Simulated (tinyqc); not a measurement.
Inside a calculation. Method: Luttinger-Kohn k.p, four valence bands. One step of it, computed by the program tinyqc.

Task: Bloch Hamiltonian at k. P = c g1 k^2, Q = c g2 (kx^2 + ky^2 - 2 kz^2), R = c sqrt3 [-g2 (kx^2 - ky^2) + 2i g3 kx ky], S = 2 c sqrt3 g3 (kx - i ky) kz, c = hbar^2/2m = 3.809982 eV angstrom^2; rows [P+Q, -S, R, 0], [-S*, P-Q, 0, R], [R*, 0, P-Q, S], [0, R*, S*, P+Q]. The path ends lie at |k| = 0.07 1/angstrom.

Luttinger parameters chosen for this model; energies are counted downward from the top of the valence band:
```
parameter      value  unit
g1         15.930000
g2          3.220000
g3          4.870000
```

k point k (1/angstrom): -0.044000  0.001000  -0.044000

Give: H(k) at k.

Result:

H(k) at k (eV):
```
                3/2            1/2           -1/2           -3/2
3/2           0.211  -0.124-0.003i  -0.041-0.003i          0.000
1/2   -0.124+0.003i          0.259          0.000  -0.041-0.003i
-1/2  -0.041+0.003i          0.000          0.259   0.124+0.003i
-3/2          0.000  -0.041+0.003i   0.124-0.003i          0.211
```
